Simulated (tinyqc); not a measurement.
CMOS latch-up, two-transistor model: one step of the calculation.

A parasitic pnp (emitter at Vdd, base shunted by Rw) and npn (emitter at ground, base shunted by Rs) feed each other: the npn collector current flows out of the pnp base node, the pnp collector current into the npn base node. Forward-active transistors with constant gains: Icn = Isn exp(Vn/Vt), Icp = Isp (exp(Vp/Vt) - 1). A current Ii is injected into the npn base node.

Task. Response to the injected current, once round the loop per iteration. Icn = Isn exp(Vn/Vt); Vp solves Vp/Rw + Icp/bp = Icn; Vn(new) solves Vn/Rs + (Isn/bn) exp(Vn/Vt) = Icp + Ii.

Values chosen for this exercise; values close to those of bulk CMOS: temperature T = 293 K; current gain of the npn bn = 5.8; current gain of the pnp bp = 4.9; saturation current of the npn at T Isn = 1.6e-16 A; saturation current of the pnp at T Isp = 8.6e-17 A; substrate resistance shunting the npn Rs = 1900 ohm; well resistance shunting the pnp Rw = 3300 ohm; current injected into the substrate Ii = 0.277 mA.

Constants: q = 1.602176634e-19 C, kB = 1.380649e-23 J/K, Vt = kB T/q. Results are converted to the units shown.

Vn at the start = 0.55 V

Find: Icn; Vp; Icp; Vn after iteration 1.

Result.

Icn = 4.6180e-4 mA
Vp = 0.0015239 V
Icp = 5.3506e-15 mA
Vn after iteration 1 = 0.52624 V

Computed by the program tinyqc: `OMP_NUM_THREADS=1 python tinyqc.py 2670138 2670139 out.jsonl`, one thread of a shared Intel Xeon 2.30GHz, about 0.07 s for the whole run.
